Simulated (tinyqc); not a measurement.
# Lossy on-chip transmission line with skin effect: what changes with what

A uniform line in a homogeneous dielectric: c = sqrt(er)/(c0 Z0), l = Z0 sqrt(er)/c0 (c0 = 299792458 m/s), g = w c td, w = 2 pi f. The resistance joins its limits as r = sqrt(r_dc^2 + r_hf^2), with r_dc = rho/(wd th), r_hf = kr rho/(2 delta (wd + th)), delta = sqrt(rho/(pi f mu0)), mu0 = 4 pi 1e-7 H/m; this is an interpolation, and internal inductance, up to 0.05 nH/mm at low frequency, is neglected.

Inputs (values chosen for the exercise): width of the strip wd = 2 um; thickness of the strip th = 0.64 um; resistivity rho = 2.2 uohm cm; relative permittivity er = 3; loss tangent td = 0.01; lossless impedance sqrt(l/c) Z0 = 50 ohm; factor for crowding and the return path kr = 2; length len = 0.71 mm; source resistance Rg = 100 ohm; load resistance RL = 100 ohm; load capacitance CL = 300 fF; frequency f = 5.2 GHz.

Each table varies one quantity; the others keep the values above.

## Line properties against frequency

gamma = sqrt((r + i w l)(g + i w c)) = alpha + i beta, Zc = sqrt((r + i w l)/(g + i w c)), roots with positive real part; loss 8.685889638 alpha in dB; phase velocity w/beta. ZL = 1/(1/RL + i w CL); reflection (ZL - Zc)/(ZL + Zc); Zin = Zc (ZL + Zc tanh(gamma len))/(Zc + ZL tanh(gamma len)); H = V_load/V_source = [Zin/(Zin + Rg)]/[cosh(gamma len) + (Zc/ZL) sinh(gamma len)].

Results:
```
f (GHz),r (ohm/mm),r/(w l),loss (dB/mm),|Zc| (ohm),phase velocity over c0,length in wavelengths,|H| (dB)
0.01,17.19,947.1,0.06892,1539,0.02665,8.887e-4,-6.535
0.03,17.20,315.8,0.1193,888.6,0.04610,0.001541,-6.535
0.09,17.22,105.4,0.2061,513.4,0.07954,0.002680,-6.537
0.3,17.30,31.76,0.3730,281.9,0.1433,0.004958,-6.544
2,17.90,4.930,0.9007,112.1,0.3338,0.01419,-6.799
7,19.56,1.540,1.440,67.75,0.4862,0.03410,-8.883
20,23.34,0.6429,1.971,54.52,0.5527,0.08570,-14.46
60,32.30,0.2966,2.871,51.06,0.5716,0.2486,-19.63
```

Estimate the missing row, f = 0.8 GHz.

Computed row:
```
f (GHz),r (ohm/mm),r/(w l),loss (dB/mm),|Zc| (ohm),phase velocity over c0,length in wavelengths,|H| (dB)
0.8,17.48,12.03,0.5968,173.8,0.2268,0.008353,-6.584
```

With this row back in the table: r equals w l at 11.5 GHz: below it |Zc| and the delay grow as in an RC line, above it |Zc| tends to Z0 = 50 ohm and the velocity to 1/sqrt(er) = 0.577 c0. The loss goes as f^(0.50) between the first two rows and f^(0.34) between the last two. |H| is -6.54 dB in the first row and -19.6 dB in the last; between rows it can pass through resonances that the table doesn't show.

## Effect of the length

Same model as above.

The same in every row: r (ohm/mm) = 18.98; r/(w l) = 2.011; loss (dB/mm) = 1.304; |Zc| (ohm) = 74.93; phase velocity over c0 = 0.4546.

Results:
```
len (mm),length in wavelengths,|H| (dB)
0.071,0.002709,-7.061
0.12,0.004579,-7.133
0.22,0.008394,-7.281
0.38,0.01450,-7.516
0.66,0.02518,-7.925
1.2,0.04579,-8.703
3.5,0.1335,-11.84
```

Estimate the missing row, len = 2 mm.

Computed row:
```
len (mm),length in wavelengths,|H| (dB)
2,0.07631,-9.825
```

With this row back in the table: As len goes from 0.071 to 3.5, the loss stays at 1.30 dB/mm, |Zc| stays at 74.9 ohm and |H| goes from -7.06 to -11.8 dB, with its highest value among the rows, -7.06 dB, at len = 0.071.

tinyqc, about 0.01 s, one thread, Intel Xeon 2.30GHz (shared host): `OMP_NUM_THREADS=1 python tinyqc.py 2810202 2810203 out.jsonl`
